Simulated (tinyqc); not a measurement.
Worked calculation: ion implantation: universal nuclear stopping, Lindhard-Scharff electronic stopping and a Gaussian range profile. Computed by tinyqc, a small Python program that keeps every step. Command: `OMP_NUM_THREADS=1 python tinyqc.py 3005296 3005297 out.jsonl implant walk`. One thread of a shared host (Intel(R) Xeon(R) Processor @ 2.30GHz), about 0.05 s of CPU time with the checks. Intermediate numbers are printed to about 7 digits and carried at full precision; extremes and crossings named in words are read from the listed rows.

An ion slows by elastic collisions with screened nuclei and by friction with electrons; channelling is ignored and the target is uniform.

Inputs (values chosen for the exercise, modelled on arsenic ions in silicon):

| quantity | value | unit |
|---|---|---|
| ion atomic number Z1 | 33 | - |
| ion mass M1 | 75 | u |
| target atomic number Z2 | 14 | - |
| target mass M2 | 28.09 | u |
| target density N | 49.94 | 1/nm^3 |
| ion energy E | 160 | keV |
| scale factor of electronic stopping k | 1.2 | - |
| dose Q | 3.5e+13 | 1/cm^2 |
| background C_B | 2.3e+16 | 1/cm^3 |
| displacement energy E_d | 15 | eV |
| tilt angle | 30 | degrees |
| screen thickness d | 18 | nm |

Follow-up: tilt and screen oxide.

## Stopping at the entry energy

Reduced energy eps = 32.53 M2 E/(Z1 Z2 (M1 + M2)(Z1^0.23 + Z2^0.23)), E in keV; s_n = ln(1 + 1.1383 eps)/(2 (eps + 0.01321 eps^0.21226 + 0.19593 eps^0.5)) for eps up to 30 and ln(eps)/(2 eps) above; S_n = 8.462 Z1 Z2 M1 s_n/((M1 + M2)(Z1^0.23 + Z2^0.23)) in 1e-15 eV cm^2. S_e = k 3.83 Z1^(7/6) Z2/(Z1^(2/3) + Z2^(2/3))^(3/2) sqrt(E/M1) in 1e-15 eV cm^2, E in keV. dE/dx = N (S_n + S_e); 1e-15 eV cm^2 = 0.1 eV nm^2.

reduced energy eps = 0.7542676

s_n = 0.3307890

S_n = 231.1740 x 1e-15 eV cm^2

S_e = 86.00369 x 1e-15 eV cm^2

energy loss dE/dx = 1583.985 eV/nm

Nuclear stopping carries 73 % of the loss at entry.

## Range and straggle

Path length R = int_0^E dE'/(N (S_n + S_e)); energy lost to nuclei nu = int_0^E S_n/(S_n + S_e) dE' (both with E' = E y^3 and 64 Gauss-Legendre points in y). Estimates of Lindhard type: R_p = R/(1 + M2/(3 M1)), straggle dR_p = (2/3) R_p sqrt(M1 M2)/(M1 + M2).

path length R = 117.7125 nm

projected range R_p = 104.6478 nm

straggle dR_p = 31.06196 nm

energy lost to nuclei nu = 129.2886 keV

81 % of the energy goes to nuclei over the whole path.

## Gaussian profile

C(x) = C_p exp(-(x - R_p)^2/(2 dR_p^2)) with C_p = Q/(sqrt(2 pi) dR_p), 1 nm = 1e-7 cm; the profile falls to the background at x_j = R_p + dR_p sqrt(2 ln(C_p/C_B)); the peak atomic fraction is C_p/N.

peak concentration C_p = 4.495203e+18 1/cm^3

Depth x_j where C falls to C_B = 205.5420 nm

peak atomic fraction = 9.001207e-05

## Damage

Kinchin-Pease count with efficiency 0.8: N_d = 0.8 nu/(2 E_d), taking all of nu as damage energy (an upper estimate, as recoils also lose energy to electrons). Spread over a depth R_p + dR_p, displacements per atom = Q N_d/(N (R_p + dR_p)).

displacements per ion N_d = 3447.697

displacements per atom = 0.1780482

One displacement per atom would need a dose of 2.0e14 per cm^2 if no defects annealed.

## Tilt and screen

Depths scale with cos(tilt): R_p cos and dR_p cos (lateral straggle ignored); the screen stops like the target. Fraction in the substrate = (1/2) erfc((d - R_p cos)/(sqrt2 dR_p cos)); peak depth below the screen = R_p cos - d.

fraction in the substrate = 0.9965317

peak depth below the screen = 72.62766 nm

0.35 % of the dose does not reach the substrate.

## Nuclear against electronic stopping over energy

The formulas are those given above.

Stopping (1e-15 eV cm^2) and range:

| E (keV) | eps | S_n | S_e | R (nm) | nu/E |
|---|---|---|---|---|---|
| 1 | 4.714173e-03 | 83.4714 | 6.7992 | 4.9243 | 0.9243736 |
| 2 | 9.428345e-03 | 111.8104 | 9.6155 | 6.8064 | 0.9235602 |
| 5 | 2.357086e-02 | 155.1956 | 15.2034 | 10.8747 | 0.9187729 |
| 10 | 4.714173e-02 | 189.0988 | 21.5009 | 16.0883 | 0.9114194 |
| 20 | 9.428345e-02 | 219.2868 | 30.4069 | 24.7151 | 0.8995209 |
| 50 | 2.357086e-01 | 243.8775 | 48.0775 | 46.5785 | 0.8731489 |
| 100 | 4.714173e-01 | 243.2064 | 67.9919 | 79.5522 | 0.8402390 |
| 200 | 9.428345e-01 | 222.2881 | 96.1550 | 142.9081 | 0.7890850 |
| 500 | 2.357086e+00 | 170.3852 | 152.0345 | 330.5388 | 0.6792400 |

Nuclear stopping peaks near 50 keV among these rows (eps = 0.24; the universal curve peaks near 0.3). Nuclear stopping leads throughout. The path length grows as E^0.47 at the low end and E^0.92 at the high end; constant stopping would give E^1, and stopping that rises with E, be it nuclear (below its peak) or electronic, gives a lower exponent.

Checks made by the program: range against adaptive quadrature (relative difference 4e-06).
